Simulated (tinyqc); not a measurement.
Two regimes over temperature: microkinetic model of low-temperature epitaxy from hydride gases: adsorption, hydrogen desorption and rate control. Computed by tinyqc, a small Python program. Command: `OMP_NUM_THREADS=1 python tinyqc.py 3011998 3011999 out.jsonl hepi walk`. One thread of a shared host (Intel(R) Xeon(R) Processor @ 2.30GHz), about 0.01 s of CPU time with the checks.

Each hydride molecule needs two free sites and leaves four hydrogen atoms, of which two leave at once as H2; theta is the hydrogen coverage, the site density is 6.78 per nm^2 and one layer is 1.358 angstrom thick.

Inputs (values chosen for the exercise, close to those used for silane and germane on Si(001)):
```
quantity                                           value  unit
silane pressure p_S                                0.023    Pa
sticking prefactor of silane s0                    0.039     -
adsorption barrier E_s                              0.34    eV
desorption prefactor nu_d                        8.8e+12   1/s
desorption energy on silicon E_d                    2.08    eV
hydrogen carrier pressure p_H                          0    Pa
sticking of hydrogen s_H                         7.3e-07     -
germane pressure p_G                              0.0016    Pa
sticking ratio of germane to silane r_G                3     -
lowering of E_d per unit germanium fraction, dE     0.49    eV
```

Film: silicon-germanium. Order of hydrogen desorption: first.

Constants: k_B = 8.617333262e-05 eV/K; u = 1.6605390666e-27 kg; k_B = 1.380649e-23 J/K.

Method:
- Flux per site F = p/(sqrt(2 pi M k_B T) x 6.78e18 per m^2), M = 32.12 u (silane), 76.63 u (germane), 2.016 u (hydrogen); s = s0 exp(-E_s/(k_B T)); k_S = s F_S, k_G = r_G s F_G; germanium fraction x = k_G/(k_S + k_G); k = k_S + k_G; k_H = s_H F_H; k_d = nu_d exp(-(E_d - dE x)/(k_B T)).
- With k the hydride and k_H the hydrogen adsorption rate on free pairs and k_d the desorption rate, steady state: 2 (k + k_H)(1 - theta)^2 = k_d theta; growth rate R = k (1 - theta)^2 layers/s; 1 layer/s = 8.148 nm/min.
- Temperatures in kelvin are T(C) + 273.15.
- Limits: desorption-limited R = k_d k/(2 (k + k_H)), adsorption-limited R = k.

Growth:
```
T (C)       theta  G (nm/min)  desorption limit (nm/min)  adsorption limit (nm/min)
400    5.2881e-01     0.01386                 2.6213e-02                    0.06243
450    1.9877e-01     0.05799                 2.9177e-01                    0.09034
500    4.7441e-02     0.11282                 2.3780e+00                    0.12433
550    1.0704e-02     0.16079                 1.5021e+01                    0.16429
600    2.7173e-03     0.20876                 7.6824e+01                    0.20989
650    7.9067e-04     0.26032                 3.2925e+02                    0.26074
700    2.6019e-04     0.31615                 1.2151e+03                    0.31631
750    9.5270e-05     0.37601                 3.9468e+03                    0.37608
800    3.8256e-05     0.43946                 1.1487e+04                    0.43950
850    1.6644e-05     0.50598                 3.0401e+04                    0.50600
```

What follows from these numbers?

The apparent activation energy of G is 1.20 eV between the first rows and 0.29 eV between the last; full hydrogen cover gives a value near the desorption energy (plus E_s where k_H far exceeds k), a bare surface one near E_s less k_B T/2 from the flux. The coverage passes one half between 400 and 450 C, the knee of the Arrhenius plot.

Extremes, crossings and ranges named in words are read from the listed rows.
